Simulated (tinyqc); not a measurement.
Trading HF for NH4F at fixed fluoride: speciation in dilute and buffered hydrofluoric acid, oxide etch rate and bath loading. Computed by tinyqc, a small Python program. Command: `OMP_NUM_THREADS=1 python tinyqc.py 3121018 3121019 out.jsonl hfetch walk`. One thread of a shared host (Intel(R) Xeon(R) Processor @ 2.30GHz), about 0.01 s of CPU time with the checks.

Concentrations stand for activities, NH4+ and Cl- are spectators, and water ionisation is neglected. H, F and HF2 denote the ions H+, F- and HF2-. The base temperature is 298 K.

Inputs (values chosen for the exercise, of the order of those for thermal oxide at room temperature): HF added = 0.1 mol/L; NH4F added = 0 mol/L; K1 = [H][F]/[HF] = 0.000684 mol/L; K2 = [HF2]/([HF][F]) = 3.84 L/mol; K3 = [H2F2]/[HF]^2 = 0 L/mol; rate constant of neutral HF k_a = 18 nm L/(min mol); rate constant of HF2 k_b = 70 nm L/(min mol).

Method:
- Fluoride balance: [HF] + [F] + 2 [HF2] + 2 [H2F2] = HF added + NH4F added. Acid balance: [H] + [HF] + [HF2] + 2 [H2F2] = HF added + HCl added. For a trial [H], [HF] = [H][F]/K1, and the fluoride balance is a quadratic in [F].
- Rate = k_a ([HF] + 2 [H2F2]) + k_b [HF2], an empirical two-term form.
- Total fluoride is held at HF + NH4F added, without HCl; x is the share added as HF.

Against x:
```
x         pH  [F] (mol/L)  [HF] (mol/L)  [HF2] (mol/L)  rate (nm/min)
0.05  4.5736     0.093711      0.003657      0.0013161         0.1580
0.15  4.0213     0.081541      0.011351      0.0035541         0.4531
0.30  3.5960     0.064359      0.023852      0.0058947         0.8420
0.40  3.3784     0.053656      0.032819      0.0067621         1.0641
0.50  3.1784     0.043589      0.042263      0.0070740         1.2559
0.60  2.9820     0.034199      0.052114      0.0068437         1.4171
0.75  2.6707     0.021563      0.067293      0.0055719         1.6013
0.90  2.3088     0.011356      0.081534      0.0035554         1.7165
1.00  2.0449     0.006727      0.088691      0.0022910         1.7568
```

What follows from these numbers?

[HF2] is largest at x = 0.5 and the rate at x = 1 among these rows; HF2 needs both HF and F.

Extremes, crossings and ranges named in words are read from the listed rows.
